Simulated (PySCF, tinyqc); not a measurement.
Orbital energy against energy difference: ionisation energy by orbital energies and by energy differences in the cc-pvdz basis, for Be, spin multiplicity 1. Computed by the program tinyqc with PySCF. The cation is unrestricted; errors are against CCSD(T) in this basis, not against experiment.

Geometry (angstrom):

| atom | x | y | z |
|---|---|---|---|
| Be | 0.0000 | 0.0000 | 0.0000 |

CCSD(T) difference in the same basis = 9.2897 eV

IP-EOM-CCSD = 9.2915 eV

First vertical ionisation energy (eV):

| method | -e(HOMO) | E(cation) - E | error of -e(HOMO) | error of the difference |
|---|---|---|---|---|
| HF | 8.4094 | 8.078884 | -0.8804 | -1.2108 |
| LDA | 5.6090 | 9.057913 | -3.6807 | -0.2318 |
| PBE | 5.6337 | 9.043285 | -3.6561 | -0.2464 |
| B3LYP | 6.3430 | 9.160960 | -2.9468 | -0.1288 |
| PBE0 | 6.5120 | 9.015496 | -2.7777 | -0.2742 |
| CAM-B3LYP | 7.6971 | 9.160741 | -1.5927 | -0.1290 |
| LC-wPBE | 8.9368 | 9.069056 | -0.3529 | -0.2207 |

What does the comparison show, and why?

Koopmans errs by -0.88 eV and Delta-HF by -1.21 eV: relaxation, 0.33 eV, lowers the value and the missing correlation difference works against it. The PBE level is off by -3.7 eV through the wrong tail of its potential, though its energy difference is off by -0.25 eV; exact exchange deepens the level, and among the orbital energies LC-wPBE comes closest; among the differences B3LYP does. The restricted reference is unstable here: a spin-polarised solution lies 0.0003 hartree lower (PySCF), so results built on it describe a poor reference.
